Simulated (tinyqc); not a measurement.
From results back to parameters: image-charge renormalisation of a gap near a dielectric or metal. Three cases, with inputs chosen for the exercise.

Problem. A small molecule or defect in vacuum at height z above the image plane of a substrate has both its electron and hole levels stabilised by (e^2/4 pi eps0)(es - 1)/((es + 1) 4 z), so its gap shrinks by twice that. The reduced gap is given.

Constants: e^2/(4 pi eps0) = 14.39964547 eV angstrom.

Case 1.

Values chosen: E0 = 2.9 eV (quasiparticle gap far from the surface); es = 3.9 (dielectric constant of the substrate (1e4: a metal)).

gap near the surface = 2.35370 eV

Case 2.

Values chosen: E0 = 6.26 eV (quasiparticle gap far from the surface); es = 10000 (dielectric constant of the substrate (1e4: a metal)).

gap near the surface = 5.32515 eV

Case 3.

Values chosen: E0 = 8.54 eV (quasiparticle gap far from the surface); es = 25 (dielectric constant of the substrate (1e4: a metal)).

gap near the surface = 7.57681 eV

Find: reduction; (es - 1)/(es + 1); z.

Solution. z = (e^2/4 pi eps0)(es - 1)/((es + 1) 2 x reduction). Local and hybrid functionals miss this shift, since it is a non-local correlation effect.

Case 1.

reduction = 0.5463 eV
(es - 1)/(es + 1) = 0.5918
z = 7.80 angstrom

Case 2.

reduction = 0.9349 eV
(es - 1)/(es + 1) = 0.9998
z = 7.70 angstrom

Case 3.

reduction = 0.9632 eV
(es - 1)/(es + 1) = 0.9231
z = 6.90 angstrom

Computed by tinyqc, one run a case: `OMP_NUM_THREADS=1 python tinyqc.py N N+1 out.jsonl` with N = 1881205, 1881226, 1881233; one thread of a shared Intel(R) Xeon(R) Processor @ 2.30GHz, about 0.03 s a run at most.
